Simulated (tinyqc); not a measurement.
# Fermi-level pinning from two metals

Problem. Cowley-Sze model with the space charge neglected: phiB = S (phiM - chi) + (1 - S)(Eg - phi0), S = 1/(1 + q Dit dl/(eps0 ei)), dl in cm. Find S, phi0 and Dit.

Parameters, values chosen for the exercise; band and dielectric values close to those of gallium phosphide:
```
symbol,value,unit,meaning
Eg,2.3,eV,band gap
chi,3.75,eV,electron affinity
dl,0.4,nm,thickness of the interfacial layer
ei,3.9,,relative permittivity of the interfacial layer
```

Constants: q = 1.602176634e-19 C, eps0 = 8.8541878128e-14 F/cm where lengths are in cm. Results are converted to the units shown.

barriers for metals with phiM = 4.23 and 5.18 eV (eV): [0.52928751, 1.3956748]

Answer. S is the slope of phiB against phiM; either barrier then gives phi0, and S gives Dit.

S = 0.9120
phi0 = 1.260 eV
Dit = 5.200e12 cm^-2 eV^-1

Computed by the program tinyqc: `OMP_NUM_THREADS=1 python tinyqc.py 2020027 2020028 out.jsonl`, one thread of a shared Intel Xeon 2.30GHz, about 0.09 s for the whole run.
